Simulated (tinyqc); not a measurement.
# Changing the dopant density N_d

Model: defect equilibria of an oxide against oxygen pressure (mass action). Computed by tinyqc, a small Python program. Command: `OMP_NUM_THREADS=1 python tinyqc.py 3010695 3010696 out.jsonl brouwer sweep`. One thread of a shared host (Intel(R) Xeon(R) Processor @ 2.30GHz), about 0.01 s of CPU time with the checks.

Defects: oxygen vacancies V (charge +2), electrons n, holes p, the ionic partner X = V_M'' (charge -2), and the dopant. Activities are taken equal to concentrations.

Inputs (values chosen for the exercise, for a model oxide):
```
quantity                           value             unit
reduction enthalpy H_r              4.93               eV
prefactor K_r0                   4.4e+67  cm^-9 atm^(1/2)
gap E_g                             2.45               eV
prefactor N_c N_v                  4e+40            cm^-6
disorder enthalpy H_s                2.6               eV
prefactor K_s0                   5.8e+44            cm^-6
temperature T                       1400                K
oxygen pressure P                  7e-14              atm
electron mobility mu_n             0.024       cm^2/(V s)
hole mobility mu_p                 0.024       cm^2/(V s)
vacancy diffusion prefactor D_0   0.0055           cm^2/s
vacancy migration energy E_m        0.86               eV
```

Ionic disorder: Schottky, oxide MO. Dopant (singly charged, fully ionised): acceptor.

Constants: k_B = 8.617333262e-05 eV/K; e = 1.602176634e-19 C.

Method:
- K_r = K_r0 exp(-H_r/k_B T) = [V] n^2 P^(1/2); K_i = N_c N_v exp(-E_g/k_B T) = n p; K_s = K_s0 exp(-H_s/k_B T) = [X] [V].
- Neutrality: 2 [V] + p = n + 2 [X] + N_d. With n as the unknown, [V] = K_r/(n^2 P^(1/2)), p = K_i/n, [X] = K_s/[V]; the log ratio is ln(positive/negative).
- The root is found by 60 bisections in ln n between n = 1e-10 and 1e25 cm^-3.
- sigma_n = e n mu_n, sigma_p = e p mu_p, sigma_ion = 2 e [V] mu_V with mu_V = 2 e D/(k_B T) and D = D_0 exp(-E_m/k_B T); only the oxygen vacancies carry ionic current, and the ionic transport number is sigma_ion over the total.

One run for each value:
```
dopant density N_d (cm^-3)   n (cm^-3)  [V] (cm^-3)   p (cm^-3)  [X] (cm^-3)  ionic transport number
1.00e+15                    8.3722e+18   4.2463e+18  7.2378e+12   5.9681e+16                 0.00308
6.00e+15                    8.3705e+18   4.2479e+18  7.2393e+12   5.9657e+16                 0.00308
3.00e+16                    8.3627e+18   4.2559e+18  7.2460e+12   5.9546e+16                 0.00309
2.00e+17                    8.3076e+18   4.3126e+18  7.2941e+12   5.8763e+16                 0.00315
1.00e+18                    8.0577e+18   4.5841e+18  7.5203e+12   5.5282e+16                 0.00345
6.00e+18                    6.7989e+18   6.4388e+18  8.9127e+12   3.9358e+16                 0.00574
3.00e+19                    4.1719e+18   1.7101e+19  1.4525e+13   1.4819e+16                 0.02437
2.00e+20                    1.7178e+18   1.0086e+20  3.5275e+13   2.5126e+15                 0.26349
1.00e+21                    7.7124e+17   5.0039e+20  7.8570e+13   5.0645e+14                 0.79810
```

What does the table show, and why?

Over the rows, n (cm^-3) falls from 8.37e18 to 7.71e17 (exponent d ln y / d ln x -1.1e-4 between the first rows and -0.50 between the last); [V] (cm^-3) rises from 4.25e18 to 5.00e20 (exponent d ln y / d ln x 2.2e-4 between the first rows and 1.00 between the last); p (cm^-3) rises from 7.24e12 to 7.86e13 (exponent d ln y / d ln x 1.1e-4 between the first rows and 0.50 between the last). At the high end the exponent of [V] is 1.00, close to 1: acceptors are compensated by oxygen vacancies. The largest terms of the neutrality condition are 2 [V] = n from row 1; 2 [V] = N_d from row 7.

Caution (rows 1.00e21): one of n, p, [V] and [X] is above 2e20 cm^-3, near 1 % of the sites of a usual oxide, where defects associate and the ideal mass-action laws fail.

Extremes, crossings and ranges named in words are read from the listed rows.
